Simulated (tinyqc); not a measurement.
## Scale length and length offset from two DIBL values

Question. DIBL = exp(-Le/(2 l)) + 2 exp(-Le/l) with Le = L - dL. Find l, dL and the drawn length for a DIBL of 100 mV/V.

DIBL at drawn lengths 60 and 91 nm (mV/V): [130.53493, 34.739013]

Answer. With e = exp(-Le/(2 l)), 2 e^2 + e = DIBL gives e and so Le/l at each length; Le/l is a straight line in L with slope 1/l.

l = 13.00 nm
dL = 2.000 nm
length for 100 mV/V = 65.97 nm

Numbers from tinyqc (`OMP_NUM_THREADS=1 python tinyqc.py 2002173 2002174 out.jsonl`; about 0.01 s on one thread of a shared Intel Xeon 2.30GHz).
